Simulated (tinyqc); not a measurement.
Raising U: Hubbard chain of 4 sites, mean field against exact. Computed by the program tinyqc. 

one-body matrix (hopping and site energies) (eV):
```
         1        2        3        4
1   0.3900  -0.8500   0.0000   0.0000
2  -0.8500  -0.2400  -0.8500   0.0000
3   0.0000  -0.8500  -0.3500  -0.8500
4   0.0000   0.0000  -0.8500   0.1300
```

electrons, up and down: 2  1

Collinear unrestricted mean field (the lowest of 40 random starts) against exact diagonalisation.

Exact and mean-field results (eV):
```
U            U/t    E exact  E mean field  mean |n_up - n_down|  double occupancy, exact  first gap in the sector
0.4200    0.4941  -3.327248     -3.319056                0.2500                   0.1287                   1.0435
0.8500    1.0000  -3.118686     -3.084314                0.2500                   0.1138                   0.9800
1.7000    2.0000  -2.778890     -2.642737                0.2526                   0.0867                   0.8463
2.5500    3.0000  -2.522754     -2.246520                0.3695                   0.0649                   0.7223
3.4000    4.0000  -2.331224     -1.953137                0.5461                   0.0486                   0.6183
5.1000    6.0000  -2.075944     -1.647033                0.6713                   0.0287                   0.4678
6.8000    8.0000  -1.919983     -1.496016                0.7081                   0.0183                   0.3707
10.2000  12.0000  -1.745148     -1.381713                0.7419                   0.0090                   0.2584
17.0000  20.0000  -1.593670     -1.322879                0.7472                   0.0034                   0.1590
```

In absolute terms mean field is worst at U/t = 6.0, 0.429 eV too high: at small U it is nearly exact, and at large U it still misses the motion of the hole through a fluctuating spin background. Relative to the exact energy its error is 0.2 % at the smallest U, 22 % at most and 17 % at the largest. The double occupancy falls from 0.129 to 0.003.
